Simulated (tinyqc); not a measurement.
What each parameter does: valence-band anticrossing with a localised impurity level.

Host valence band EM(k) = al x - c k^2/mM, c = hbar^2/2m0, coupled to a flat level EI by V = C sqrt(x): H = [[EM, V], [V, EI]], E+/- = (EM + EI)/2 +/- sqrt((EM - EI)^2/4 + V^2). The host weight of a state at E is f = 1/(1 + V^2/(E - EI)^2), and its mass at k = 0 is mM/f. The gap is Eg - E+(0), the conduction edge staying at Eg.

Constants: hbar^2/2m0 = 3.80998211 eV angstrom^2.

Values chosen for the exercise (host near InP; not measured data): Eg = 1.422 eV (gap at Gamma to the s-like level); mM = 0.47 m0 (mass of the host band); EI = -0.318 eV (impurity level, from the valence top of the host); C = 1.36 eV (coupling); al = 0.44 eV (linear shift of the host edge); x = 0.029 (impurity fraction).

At k = 0.

One parameter was then changed.

Results before and after:
```
case     E- (eV)  E+ (eV)  gap (eV)  mass (m0)
base     -0.4372   0.1320    1.2900     0.5945
changed  -0.4372   0.1320    1.3400     0.5945
```

Which of these changes was made? (a) Eg = 1.472 eV; (b) x = 0.03335; (c) C = 1.564 eV; (d) EI = -0.268 eV; (e) mM = 0.5405 m0; (f) al = 0.94 eV.

Answer: (a) Eg = 1.472 eV. Of the candidates, run in turn, only this one gives the changed row.

All candidates:
```
case            E- (eV)  E+ (eV)  gap (eV)  mass (m0)
base            -0.4372   0.1320    1.2900     0.5945
EI = -0.268 eV  -0.3984   0.1432    1.2788     0.6191
al = 0.94 eV    -0.4342   0.1435    1.2785     0.5884
Eg = 1.472 eV   -0.4372   0.1320    1.3400     0.5945
C = 1.564 eV    -0.4661   0.1609    1.2611     0.6154
x = 0.03335     -0.4506   0.1473    1.2747     0.6039
mM = 0.5405 m0  -0.4372   0.1320    1.2900     0.6837
```

Program tinyqc; command `OMP_NUM_THREADS=1 python tinyqc.py 1081071 1081072 out.jsonl`; about 0.01 s on one thread of a shared Intel(R) Xeon(R) Processor @ 2.30GHz.
